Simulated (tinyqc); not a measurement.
Inside a calculation. Method: exchange-only LDA atom on a uniform radial grid, spin-unpolarised, for He. Computed by tinyqc, a small Python program that keeps every step. Settings: Z = 2, points = 64, R = 13.8, functional = Slater exchange alone, mixing = 0.2, iteration cap = 74. Command: `OMP_NUM_THREADS=1 python tinyqc.py 20457 20458 out.jsonl` (the two numbers bound the seeds that draw the settings). One thread of a shared host (Intel(R) Xeon(R) Processor @ 2.60GHz), about 0.07 s of CPU time with the checks. Later iterations appear only in the table of the cycle.

## Iteration 1

Spherical atom on a uniform radial grid r_j = j h with h = R/(N + 1), h sum u^2 = 1 and integrals as h times sums, u(0) = u(R) = 0 (atomic units):
```
parameter            value
Z                        2
points N                64
R                13.800000
h                 0.212308
mixing            0.200000
electrons in 1s          2
```

Three-point differences turn -u''/2 + [l(l+1)/2r^2 - Z/r + V] u = e u into a tridiagonal matrix (diagonal 1/h^2 + potential, off-diagonal -1/2h^2). D = sum f u^2; the Hartree potential y/r solves y'' = -D/r with y(0) = 0, y(R) = N_e; v_xc comes from rho = D/(4 pi r^2); E = sum f e - int D V + int D (V_H/2 + eps_xc); V(new) = V + mixing (V_H + v_xc - V).

eigenvalues (hartree): 1s -1.917164

Every 4th grid point:
```
r              V in     u(1s)         D       V_H       v_xc
0.849231   0.000000  0.884117  1.563325  2.132932  -0.548176
1.698462   0.000000  0.339193  0.230103  1.170957  -0.182330
2.547692   0.000000  0.097599  0.019051  0.784802  -0.060645
3.396923   0.000000  0.024963  0.001246  0.588760  -0.020171
4.246154   0.000000  0.005986  0.000072  0.471014  -0.006709
5.095385   0.000000  0.001378  3.80e-06  0.392512  -0.002232
5.944615   0.000000  0.000308  1.90e-07  0.336439  -0.000742
6.793846   0.000000  0.000068  9.14e-09  0.294384  -0.000247
7.643077   0.000000  0.000015  4.26e-10  0.261675  -0.000082
8.492308   0.000000  3.11e-06  1.93e-11  0.235507  -0.000027
9.341538   0.000000  6.56e-07         0  0.214097   0.000000
10.190769  0.000000  1.37e-07         0  0.196256   0.000000
11.040000  0.000000  2.85e-08         0  0.181159   0.000000
11.889231  0.000000  5.89e-09         0  0.168219   0.000000
12.738462  0.000000  1.19e-09         0  0.157005   0.000000
13.587692  0.000000  1.36e-10         0  0.147192   0.000000
```

total energy = -2.42087329 hartree

## Iteration 2

As before.

eigenvalues (hartree): 1s -1.568728

Every 4th grid point:
```
r              V in     u(1s)         D       V_H       v_xc
0.849231   0.316951  0.883082  1.559666  2.098335  -0.547748
1.698462   0.197725  0.372659  0.277749  1.168158  -0.194134
2.547692   0.144831  0.120123  0.028859  0.784622  -0.069649
3.396923   0.113718  0.034757  0.002416  0.588750  -0.025152
4.246154   0.092861  0.009489  0.000180  0.471014  -0.009122
5.095385   0.078056  0.002498  0.000012  0.392512  -0.003318
5.944615   0.067139  0.000642  8.23e-07  0.336439  -0.001210
6.793846   0.058827  0.000162  5.24e-08  0.294384  -0.000442
7.643077   0.052319  0.000040  3.24e-09  0.261675  -0.000162
8.492308   0.047096  0.000010  1.96e-10  0.235507  -0.000059
9.341538   0.042819  2.41e-06  1.17e-11  0.214097  -0.000022
10.190769  0.039251  5.84e-07         0  0.196256   0.000000
11.040000  0.036232  1.41e-07         0  0.181159   0.000000
11.889231  0.033644  3.36e-08         0  0.168219   0.000000
12.738462  0.031401  7.80e-09         0  0.157005   0.000000
13.587692  0.029438  9.76e-10         0  0.147192   0.000000
```

total energy = -2.48378623 hartree

## Convergence

Stop when input and output potentials agree to 1e-7.

Course of the cycle (hartree):
```
iteration            E      e(1s)  largest |V(out) - V(in)|
1          -2.42087329  -1.917164                  2.43e+00
2          -2.48378623  -1.568728                  1.83e+00
3          -2.52429669  -1.305305                  1.37e+00
4          -2.54959423  -1.106227                  1.03e+00
5          -2.56492278  -0.955779                  7.61e-01
6          -2.57394925  -0.842043                  5.62e-01
7          -2.57912815  -0.755998                  4.14e-01
8          -2.58203295  -0.690828                  3.04e-01
9          -2.58363196  -0.641395                  2.24e-01
10         -2.58449944  -0.603828                  1.68e-01
11         -2.58496524  -0.575216                  1.26e-01
...                ...        ...                       ...
62         -2.58550090  -0.479371                  7.83e-07
63         -2.58550090  -0.479371                  6.24e-07
64         -2.58550090  -0.479371                  4.97e-07
65         -2.58550090  -0.479371                  3.95e-07
66         -2.58550090  -0.479371                  3.15e-07
67         -2.58550090  -0.479371                  2.51e-07
68         -2.58550090  -0.479371                  2.00e-07
69         -2.58550090  -0.479371                  1.59e-07
70         -2.58550090  -0.479371                  1.27e-07
71         -2.58550090  -0.479371                  1.01e-07
72         -2.58550090  -0.479371                  8.06e-08
```

Converged in 72 iterations. A uniform grid resolves the cusp poorly: for a bare nucleus this grid gives 1s at -1.91716 against -Z^2/2 = -2 hartree. Before convergence this energy mixes input and output and is not variational, so it may rise towards its limit.
